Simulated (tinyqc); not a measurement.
Tunnelling through a gate dielectric with the two-band (Franz) dispersion, WKB transmission and Tsu-Esaki current: one step of the calculation.

Electrons leave the emitter at x = 0. Energies E (motion across the layers) are in eV from the emitter Fermi level; the collector Fermi level lies at -V and offers states at every E. No charge in the dielectric and no image force: F1 = V/t1, U = phi1 - F1 x. With C = hbar^2/(2 m0), kappa = sqrt(m u (1 - u/Egx)/C), u = U - E where U > E and 0 elsewhere; T(E) = exp(-S), S = 2 times the integral of kappa over x.

Problem. Current density on a coarse energy grid. Each layer adds (2/F) sqrt(m/C) [G(u at its left edge) - G(u at its right edge)] to S, with u = U - E (0 where negative) and G(u) = Egx^1.5 (th - sin(4 th)/4)/4, th = arcsin sqrt(u/Egx). The slope follows from 1/d = -dS/dE.

J = J0 times the integral of T(E) N(E) dE, N = ln[(1 + exp(-E/Vt))/(1 + exp((-E - V)/Vt))], J0 = q^2 me m0 kB T/(2 pi^2 hbar^3) (times 1e-4 for A/cm^2 per eV), by Simpson's rule on nE equally spaced points from Ea to Eb.

Parameters, values chosen for the exercise; dielectric values close to those of silicon dioxide: temperature T = 300 K; Fermi energy of the emitter above its band bottom Ef = 0.45 eV; emitter mass in the supply function me = 1 m0; barrier of layer 1 above the emitter Fermi level at zero bias phi1 = 3.23 eV; tunnelling mass of layer 1 m1 = 0.49 m0; thickness of layer 1 t1 = 3.2 nm; gap parameter of the two-band dispersion, set freely Egx = 7.7 eV; voltage across the dielectric V = 1.3 V; lower end of the energy grid Ea = -0.45 eV; upper end of the energy grid Eb = 0.25 eV; points of the energy grid nE = 13.

Constants: q = 1.602176634e-19 C, kB = 1.380649e-23 J/K, hbar = 1.054571817e-34 J s, m0 = 9.1093837015e-31 kg, Vt = kB T/q, hbar^2/(2 m0) = 0.0380998212 eV nm^2. Results are converted to the units shown.

Wanted: E; T(E); N; T(E) N; J0; J.

Solution.

```
point   E (eV)       T(E)         N     T(E) N
0      -0.4500  3.617e-14     17.41  6.296e-13
1      -0.3917  4.041e-14     15.15  6.122e-13
2      -0.3333  4.552e-14     12.89  5.869e-13
3      -0.2750  5.169e-14     10.64  5.498e-13
4      -0.2167  5.918e-14     8.381  4.960e-13
5      -0.1583  6.833e-14     6.127  4.187e-13
6      -0.1000  7.958e-14     3.889  3.095e-13
7      -0.0417  9.348e-14     1.794  1.677e-13
8       0.0167  1.108e-13    0.4219  4.674e-14
9       0.0750  1.325e-13   0.05350  7.088e-15
10      0.1333  1.599e-13  0.005739  9.175e-16
11      0.1917  1.947e-13  6.026e-4  1.173e-16
12      0.2500  2.395e-13  6.312e-5  1.511e-17
```

J0 = 4.184e8 A/(cm^2 eV)
J = 8.568e-5 A/cm^2

The integrand peaks at E = -0.450 eV among these points.

tinyqc, about 0.03 s, one thread, Intel Xeon 2.30GHz (shared host): `OMP_NUM_THREADS=1 python tinyqc.py 2540147 2540148 out.jsonl`
